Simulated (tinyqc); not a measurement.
All-pass ring resonator: two steps of the calculation.

A ring of length L = 2 pi Rr coupled to one bus waveguide: round-trip amplitude a = 10^(-al L/20), self-coupling t = sqrt(1 - k2). At detuning d from the resonance the round-trip phase is p = 2 pi d/FSR and the transmission T = (a^2 - 2 a t cos p + t^2)/(1 - 2 a t cos p + a^2 t^2). Lossless coupler, linear absorption only.

Values chosen for this exercise; values close to those of silicon waveguides: cold resonance wavelength lam = 1310 nm; ring radius Rr = 5 um; group index ng = 4.24; propagation loss al = 6.9 dB/cm; power coupling k2 = 0.0066; thermo-optic change of the effective index dT = 0.00017 1/K; thermal resistance Rt = 2.5 K/mW; share of the loss that heats the ring fa = 0.73; input power Pin = 0.33 mW; laser detuning from the cold resonance dl = -14 pm.

Constants: c = 299792458 m/s. Results are converted to the units shown.

Task 1. Resonance parameters. FSR = lam^2/(ng L), finesse F = pi sqrt(a t)/(1 - a t), FWHM = FSR/F, Q = lam/FWHM, Tmin = (a - t)^2/(1 - a t)^2, power build-up k2 a^2/(1 - a t)^2, optical bandwidth c/(lam Q).

Wanted: a; t; FSR; F; FWHM; Q; Tmin; build-up; bandwidth.

Result 1.

a = 0.9975
t = 0.9967
FSR = 12.88 nm
F = 541.0
FWHM = 23.81 pm
Q = 5.501e4
Tmin = -17.05 dB
build-up = 195.9
bandwidth = 4.160 GHz

The ring is overcoupled; critical coupling needs k2 = 1 - a^2 = 0.00498.

Task 2. Thermal shift of the resonance. T is the transmission at d = dl - s, p = 2 pi d/FSR; out = (lam dT/ng) Rt fa (1 - T) Pin; s(new) = out.

s after iteration 1 = 13.014319 pm
a = 0.99750746
t = 0.99669454
FSR = 12.883292 nm

Wanted: d; T; out; s after iteration 2.

Result 2.

d = -27.01 pm
T = 0.8406
out = 5.044 pm
s after iteration 2 = 5.044 pm

Computed by the program tinyqc: `OMP_NUM_THREADS=1 python tinyqc.py 2650001 2650002 out.jsonl`, one thread of a shared Intel Xeon 2.30GHz, about 0.01 s for the whole run.
